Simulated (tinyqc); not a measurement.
Charge control and current of a heterostructure field-effect transistor: one step, computed by the program tinyqc. Command: `OMP_NUM_THREADS=1 python tinyqc.py 3025229 3025230 out.jsonl hemt walk`. One thread of a shared host (Intel(R) Xeon(R) Processor @ 2.30GHz), about 0.01 s of CPU time with the checks.

Two subbands in a triangular well; E_F is counted from the conduction band edge of the channel at the interface.

Question. First iteration. Charge control: n_s = C_b (V_G - V_T - E_F/e)/e. Well: mean field F = e n_s/(2 eps eps_0), E_i = (hbar^2/2m)^(1/3) [(3 pi e F/2)(i + 3/4)]^(2/3), i = 0, 1; n_s = D k_B T sum_i ln(1 + exp((E_F - E_i)/k_B T)), D = m/(pi hbar^2), which is solved in closed form for E_F. Iteration from n_s = C_b (V_G - V_T)/(2e): E_F from n_s, n_out from the charge control, n_new = n_s + mixing (n_out - n_s), kept above n_s/10; stop when |n_out/n_s - 1| < 1e-9.

Inputs (values chosen for the exercise, modelled on AlGaN/GaN):

| quantity | value | unit |
|---|---|---|
| channel mass m | 0.2 | m_0 |
| permittivity eps (barrier and channel) | 9.34 | - |
| gate voltage V_G | -0.55 | V |
| temperature T | 77 | K |

Charge source: polarisation. Velocity law: smooth.

barrier capacitance C_b = 0.6361393 microfarad/cm^2

threshold voltage V_T = -4.487188 V

Constants: e = 1.602176634e-19 C; k_B = 8.617333262e-05 eV/K; eps_0 = 8.8541878128e-12 F/m; hbar = 1.054571817e-34 J s; m_0 = 9.1093837015e-31 kg; k_B = 1.380649e-23 J/K.

Give: starting n_s; E_0; E_1; E_F; n_out.

Answer.

starting n_s = 7.8162e+12 1/cm^2

E_0 = 238.94 meV

E_1 = 420.34 meV

E_F = 332.50 meV

n_out = 1.4312e+13 1/cm^2
